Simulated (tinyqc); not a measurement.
Single-domain magnet: Stoner-Wohlfarth switching, Neel-Arrhenius retention, LLG dynamics and spin torque: one step, computed by the program tinyqc.

The moment is uniform, with unit vector m; z is the easy axis. mu_0 = 1.25663706212e-6 T m/A, gamma = 1.76085963023e11 rad/(s T).

Problem. Effective anisotropy. The disc is treated as an oblate spheroid with p = t/d: N_z = [1 - p arccos(p)/sqrt(1 - p^2)]/(1 - p^2); V = pi d^2 t/4; K_eff = K_u + K_i/t + K_shape, K_shape = -(mu_0 M_s^2/4)(3 N_z - 1); mu_0 H_K = 2 K_eff/M_s.

Inputs (values chosen for the exercise, for a model magnet):

| quantity | value | unit |
|---|---|---|
| saturation magnetisation M_s | 799 | kA/m |
| diameter d | 29 | nm |
| thickness t | 1.8 | nm |
| interface anisotropy K_i | 1.13 | mJ/m^2 |
| bulk anisotropy K_u | 0 | kJ/m^3 |

Shape: thin disc, easy axis normal to it.

Give: demagnetising factor N_z; volume V; K_shape; K_eff; anisotropy field mu_0 H_K.

Solution.

demagnetising factor N_z = 0.9097

volume V = 1189 nm^3

K_shape = -346.8 kJ/m^3

K_eff = 281.0 kJ/m^3

anisotropy field mu_0 H_K = 0.7034 T

Shape works against the easy axis and takes 55 % of the other terms. Caution: a flat cylinder has a smaller N_z than the spheroid of the same t/d, so K_eff of a real disc is larger.
